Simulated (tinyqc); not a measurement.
Vacuum evaporation: vapour pressure, source flux, thickness distribution, purity and step coverage: one step, computed by the program tinyqc. Command: `OMP_NUM_THREADS=1 python tinyqc.py 3113369 3113370 out.jsonl evap walk`. One thread of a shared host (Intel(R) Xeon(R) Processor @ 2.30GHz), about 0.01 s of CPU time with the checks.

Molecular flow, unit sticking of the metal, no re-evaporation. The background gas is taken as water vapour (18.015 g/mol, collision diameter 0.37 nm) at 300 K.

Question. Vapour pressure and flux. log10(p_v/Pa) = A - B/T; flux from the surface Phi = p_v/sqrt(2 pi m k_B T), m = M u. Mass loss = Phi x area x m; heat of evaporation = ln(10) R B; d ln Phi/dT = ln(10) B/T^2 - 1/(2 T).

Inputs (values chosen for the exercise, modelled on gallium, with constants for the liquid):
```
quantity,value,unit
molar mass M,69.72,g/mol
vapour-pressure constant A,10.72,-
vapour-pressure constant B,14000,K
source temperature T,1270,K
source area,0.34,cm^2
```

Constants: u = 1.6605390666e-27 kg; k_B = 1.380649e-23 J/K; R = 8.314462618 J/(mol K).

Give: vapour pressure p_v; flux Phi; mass loss; heat of evaporation; change of flux per kelvin.

Answer.

vapour pressure p_v = 0.49702 Pa

flux Phi = 4.4009e+17 1/(cm^2 s)

mass loss = 0.062363 g/h

heat of evaporation = 268.03 kJ/mol

change of flux per kelvin = 1.9593 %/K

Holding the rate to 1 % needs the temperature to about 0.51 K.
